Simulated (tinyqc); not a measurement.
# Polarisation charge from two barrier thicknesses

Inverse problem. Voff = phiB - dEc - q sigma d/(eps0 eb). Find sigma, phiB - dEc and the thickness at which Voff = 0.

Constants: q = 1.602176634e-19 C, eps0 = 8.8541878128e-14 F/cm where lengths are in cm. Results are converted to the units shown.

Voff at d = 15 and 28 nm (V): [-5.4936456, -10.875165]
eb = 9.06

Answer. Voff is a straight line in d: its slope is -q sigma/(eps0 eb) and its intercept phiB - dEc.

sigma = 2.073e13 cm^-2
phiB - dEc = 0.7158 V
thickness for Voff = 0 = 1.729 nm

Computed by the program tinyqc: `OMP_NUM_THREADS=1 python tinyqc.py 2180117 2180118 out.jsonl`, one thread of a shared Intel Xeon 2.30GHz, about 0.01 s for the whole run.
